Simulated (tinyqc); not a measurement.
# Changing the side ratio a/b of the van der Pauw rectangle

Model: four-point probe, van der Pauw, Hall and spreading-resistance readings of a semiconductor layer. Computed by tinyqc, a small Python program. Command: `OMP_NUM_THREADS=1 python tinyqc.py 3110045 3110046 out.jsonl probe sweep`. One thread of a shared host (Intel(R) Xeon(R) Processor @ 2.30GHz), about 0.01 s of CPU time with the checks.

The layer is uniform and ohmic; contacts are points unless a radius is given.

Inputs (values chosen for the exercise, modelled on n-type silicon): carrier density n = 3.7e+15 1/cm^3; drift mobility mu = 1420 cm^2/(V s); layer thickness t = 38 micrometre.

Backing of the layer: insulating.

Constants: e = 1.602176634e-19 C.

Method:
- rho = 1/(e n mu); R_s = rho/t.
- Thin rectangle with point contacts at the corners; for R_B current and voltage contacts lie along the two sides of length a, for R_A along those of length b: exp(-pi R_A/R_s) = (theta_4/theta_3)^4, exp(-pi R_B/R_s) = (theta_2/theta_3)^4 with q = exp(-pi a/b), theta_2 = 2 sum_(m>=0) q^((m + 1/2)^2), theta_3 = 1 + 2 sum_(m>=1) q^(m^2), theta_4 = 1 + 2 sum_(m>=1) (-1)^m q^(m^2).
- Solve exp(-pi z R_A) + exp(-pi z R_B) = 1 for z = 1/R_s by seven Newton steps from z = 2 ln 2/(pi (R_A + R_B)); f = R_s 2 ln 2/(pi (R_A + R_B)).

One run for each value:
```
side ratio a/b of the van der Pauw rectangle,ratio R_B/R_A,correction f,R_A (ohm),R_B (ohm)
1.0,1.0000e+00,1.0000,68.975,68.97
1.3,5.3533e+00,0.8096,26.820,143.58
1.6,2.1964e+01,0.5750,10.447,229.46
1.9,7.8635e+01,0.4255,4.071,320.10
2.2,2.6015e+02,0.3330,1.586,412.65
2.5,8.1859e+02,0.2723,0.618,505.96
```

Over the rows, ratio R_B/R_A rises from 1.00 to 819 (exponent d ln y / d ln x 6.4 between the first rows and 9.0 between the last); correction f falls from 1.00 to 0.272 (exponent d ln y / d ln x -0.81 between the first rows and -1.6 between the last); R_A (ohm) falls from 69.0 to 0.618 (exponent d ln y / d ln x -3.6 between the first rows and -7.4 between the last). f departs from 1 slowly: a resistance ratio of 819 needs f = 0.27. Left out: 2.80, 3.10, 3.40 (the run failed its checks).
